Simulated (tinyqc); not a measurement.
Worked calculation: MP2 on RHF in the 6-31g basis, for He, spin multiplicity 1. One step of it, computed by the program tinyqc.

Problem. Iteration 4 (converged): orbitals. Diagonalise F' = X^T F X, C = X C', fill 1 alpha and 1 beta electrons from the bottom; D = 2 C_occ C_occ^T. Each column has its largest component positive (the first on a tie).

converged F (hartree), order 1He 1s, 1He 2s:
$$\begin{pmatrix}
-0.549218 & -1.000372 \\
-1.000372 & -0.429150
\end{pmatrix}$$

X, order 1He 1s, 1He 2s:
$$\begin{pmatrix}
1.217774 & -0.435508 \\
-0.435508 & 1.217774
\end{pmatrix}$$

Give: F' = X^T F X; orbital energies; coefficients C; D after iteration 4.

Solution.

F' = X^T F X (hartree):
$$\begin{pmatrix}
0.1652 & -1.1544 \\
-1.1544 & 0.3205
\end{pmatrix}$$

orbital energies (hartree): MO1 -0.9141, MO2 1.3999

coefficients C, order 1He 1s, 1He 2s:
$$\begin{pmatrix}
0.5921 & -1.1498 \\
0.5136 & 1.1870
\end{pmatrix}$$

D after iteration 4, order 1He 1s, 1He 2s:
$$\begin{pmatrix}
0.7011 & 0.6082 \\
0.6082 & 0.5275
\end{pmatrix}$$
